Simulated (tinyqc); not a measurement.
Six-transistor SRAM cell, nodal equations and margins: one step of the calculation.

Two cross-coupled inverters (pull-down bn, pull-up bp) hold the nodes Q and QB; access transistors (ba, threshold VTn, gate on the word line at Vdd when selected) join them to the bit lines. Transistor (EKV form, voltages against the body): I = 2 n b Vt^2 [F(vp - Vs) - F(vp - Vd)] from drain to source, F(v) = ln^2(1 + exp(v/(2 Vt))), vp = (Vg - VT + sg |Vd - Vs|)/n. n-channel bodies are at 0; for the p-channel device all voltages are counted down from Vdd. b in uA/V^2 gives I in uA. For an access transistor the bit line is the drain and the node the source. In a read both bit lines are at Vdd. The cell is symmetric (no mismatch).

Problem. Read current and disturbance. Iread = Ia(bit line at Vdd, source Q); cell ratio bn/ba; time to pull a bit line of 20 fF down by 0.1 V at that current.

Parameters, values chosen for the exercise: temperature T = 250 K; supply voltage Vdd = 0.8 V; slope factor n = 1.14; drain-induced barrier lowering sg = 0.077; n-channel threshold VTn = 0.43 V; gain factor of the pull-down transistor bn = 190 uA/V^2; gain factor of the access transistor ba = 190 uA/V^2.

Constants: q = 1.602176634e-19 C, kB = 1.380649e-23 J/K, Vt = kB T/q. Results are converted to the units shown.

(Q, QB) (V): Q 0.11743241, QB 0.79999981

Find: Iread; cell ratio; time.

Solution.

Iread = 6.952 uA
cell ratio = 1.000
time = 287.7 ps

Numbers from tinyqc (`OMP_NUM_THREADS=1 python tinyqc.py 2340115 2340116 out.jsonl`; about 0.2 s on one thread of a shared Intel Xeon 2.30GHz).
